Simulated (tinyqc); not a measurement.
Charge stability of a double quantum dot, constant-interaction model with a charge sensor: one step of the calculation.

Capacitance matrix C = [[C1, -Cm], [-Cm, C2]], C1 = G1 + X1 + Cm + L1, C2 = G2 + X2 + Cm + L2. Gate charges n1 = (G1 V1 + X1 V2)/q, n2 = (X2 V1 + G2 V2)/q. The state (N1, N2) has U = (1/2) d^T E d with d = (N1 - n1, N2 - n2) and E = q^2 C^(-1). Leads at 0 V; no tunnel coupling, spin or level spacing. The sensor reads s1 <N1> + s2 <N2>.

Task. Energies and occupation of the charge states. U for N1, N2 = 0, 1, 2; p is proportional to exp(-U/kB T), normalised over these nine states.

Values chosen for this exercise:
- s1 = 0.84 (sensor weight of dot 1)
- s2 = 0.11 (sensor weight of dot 2)
- T = 1.2 K (temperature)

Constants: q = 1.602176634e-19 C, kB = 1.380649e-23 J/K, Vt = kB T/q. Results are converted to the units shown.

E (meV):
```
           1         2
1  10.175307  1.485848
2   1.485848  8.882069
```

gate charges: n1 1.1498358, n2 0.5331372

Find: U; p; mean charges; sensor signal.

Result.

U, state (0,0) to (2,2) (meV): [8.90, 6.90, 13.78, 1.50, 0.98, 9.34, 4.27, 5.23, 15.09]
p, state (0,0) to (2,2): [0.0000, 0.0000, 0.0000, 0.0067, 0.9933, 0.0000, 0.0000, 0.0000, 0.0000]
mean charges: <N1> 1.000, <N2> 0.993
sensor signal = 0.9493

The ground state is (1,1), 0.517 meV (5.00 kB T) below (1,0).

Computed by the program tinyqc: `OMP_NUM_THREADS=1 python tinyqc.py 2470122 2470123 out.jsonl`, one thread of a shared Intel Xeon 2.30GHz, about 0.01 s for the whole run.
